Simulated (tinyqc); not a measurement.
## Hot electrons in a saturated n-channel MOSFET, lucky-electron model: effect of the drain voltage

Beyond pinch-off the lateral field grows as Esat cosh(y/l) over the velocity-saturated region (pseudo-two-dimensional model). Impact ionisation in this region gives the substrate current, which biases the body forward through Rsub. Currents are per width. Local-field laws: they overstate ionisation when the field peak is narrower than an energy relaxation length.

Cox = 3.9 eps0/tox, l = sqrt(3 tox xj), Esat = 2 vs/mu. Overdrive g = Vg - VT + kb Vb; Vdsat = g Esat L/(g + Esat L); Id = Cox vs (g - Vdsat); dV = Vd - Id Rd - Vdsat; Em = sqrt((dV/l)^2 + Esat^2); Isub = Id (Ai/Bi) l Em exp(-Bi/Em). Vb = Rsub Isub is solved self-consistently. Lifetime tau = (Hl/Id)(Isub/Id)^(-m); 1 year = 3.15576e7 s.

Parameters, values chosen for the exercise; values close to those of silicon n-channel devices:

| symbol | value | unit | meaning |
|---|---|---|---|
| L | 0.25 | um | channel length |
| tox | 6.1 | nm | oxide thickness |
| xj | 97 | nm | junction depth |
| VT | 0.77 | V | threshold |
| mu | 430 | cm^2/(V s) | effective mobility |
| vs | 8.7e6 | cm/s | saturation velocity |
| Ai | 2e6 | 1/cm | ionisation prefactor |
| Bi | 1.74 | MV/cm | ionisation field |
| Rd | 400 | ohm um | resistance of the lightly doped drain |
| Rsub | 7700 | ohm um | substrate resistance |
| kb | 0.22 |  | fall of VT per volt of forward body bias |
| m | 2.7 |  | lifetime exponent |
| Hl | 14000 | s uA/um | lifetime constant |
| Vg | 1.5 | V | gate voltage |

Constants: eps0 = 8.8541878128e-14 F/cm where lengths are in cm. Results are converted to the units shown.

Effect of the drain voltage:

| Vd (V) | Id (uA/um) | Em (MV/cm) | Isub (uA/um) | Isub/Id | tau (years) |
|---|---|---|---|---|---|
| 1.2 | 150.7 | 0.1746 | 0.005996 | 3.979e-5 | 2.237e6 |
| 1.34 | 150.7 | 0.2071 | 0.03391 | 2.250e-4 | 2.080e4 |
| 1.49 | 150.8 | 0.2421 | 0.1336 | 8.862e-4 | 513.3 |
| 1.63 | 150.9 | 0.2749 | 0.3577 | 0.002371 | 35.99 |
| 1.77 | 151.1 | 0.3077 | 0.7880 | 0.005214 | 4.278 |
| 1.91 | 151.5 | 0.3405 | 1.509 | 0.009955 | 0.7444 |
| 2.06 | 152.2 | 0.3757 | 2.696 | 0.01772 | 0.1563 |
| 2.2 | 153.1 | 0.4084 | 4.274 | 0.02793 | 0.04549 |

As Vd goes from 1.2 to 2.2 V, Em rises from 0.175 to 0.408 MV/cm, Isub rises from 0.00600 to 4.27 uA/um and tau falls from 2.24e6 to 0.0455 years. The slope of ln(tau) against 1/Vd is 53.7 V between the first two rows and 40.0 V between the last two; ten years are last met at Vd = 1.63 V among the rows. For Vd = 1.2 to 1.34 V tau is a far extrapolation that only says that hot carriers are no limit.

Computed by the program tinyqc: `OMP_NUM_THREADS=1 python tinyqc.py 2550141 2550142 out.jsonl`, one thread of a shared Intel Xeon 2.30GHz, about 0.01 s for the whole run.
